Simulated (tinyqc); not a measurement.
Changing the tracer diffusivity D*_B(0): interdiffusion in a binary couple: Darken equations, Kirkendall shift and Boltzmann-Matano analysis. Computed by tinyqc, a small Python program. Command: `OMP_NUM_THREADS=1 python tinyqc.py 3019947 3019948 out.jsonl darken sweep`. One thread of a shared host (Intel(R) Xeon(R) Processor @ 2.30GHz), about 0.1 s of CPU time with the checks.

x is the mole fraction of B; the molar volume is constant, and the two halves are long enough to count as infinite.

Inputs (values chosen for the exercise, for a model alloy A-B):
```
quantity                            value   unit
tracer diffusivity D*_A(0)        4.1e-16  m^2/s
slope k of ln D* with x              0.21      -
regular-solution parameter W       -0.069     eV
temperature T                        1070      K
left composition x_L                 0.37      -
right composition x_R                0.91      -
time t                             220000      s
composition x for the local step     0.47      -
```

Vacancy-wind correction: none.

Constants: k_B = 8.617333262e-05 eV/K.

Method:
- D*_i(x) = D*_i(0) exp(k x); thermodynamic factor Phi = 1 - 2 W x (1 - x)/(k_B T); intrinsic D_i = D*_i Phi; interdiffusion D~ = x D_A + (1 - x) D_B.
- With lambda = z/sqrt(t), the profile solves d/dlambda (D~ dx/dlambda) + (lambda/2) dx/dlambda = 0 with x = x_L and x_R far to the left and right; z = 0 is the original interface. It is solved as a boundary-value problem in y = lambda/sqrt(D~ at the mean composition) on -12 < y < 12 (collocation, tolerance 1e-8).
- Lattice planes move with v = (D_B - D_A) dx/dz; markers from the original interface stay at one composition, where z_K = 2 t v.

One run for each value; columns: (1) tracer diffusivity D*_B(0) (m^2/s); (2) marker position z_K (um); (3) composition at the markers; (4) interdiffusion coefficient D~ at the local x (m^2/s):
```
(1)         (2)     (3)        (4)
5.10e-17  -3.83  0.5953  3.329e-16
8.60e-17  -3.37  0.6016  3.610e-16
1.40e-16  -2.70  0.6099  4.044e-16
2.40e-16  -1.60  0.6226  4.847e-16
4.10e-16   0.00  0.6386  6.212e-16
6.90e-16   2.18  0.6566  8.461e-16
1.20e-15   5.34  0.6768  1.256e-15
2.00e-15   9.17  0.6946  1.898e-15
3.30e-15  13.95  0.7099  2.942e-15
```

Over the rows, marker position z_K (um) rises from -3.83 to 13.9; composition at the markers rises from 0.595 to 0.710 (exponent d ln y / d ln x 0.020 between the first rows and 0.043 between the last); interdiffusion coefficient D~ at the local x (m^2/s) rises from 3.33e-16 to 2.94e-15 (exponent d ln y / d ln x 0.16 between the first rows and 0.88 between the last). The shift vanishes where D*_B = D*_A = 4.1e-16 m^2/s and changes sign there.
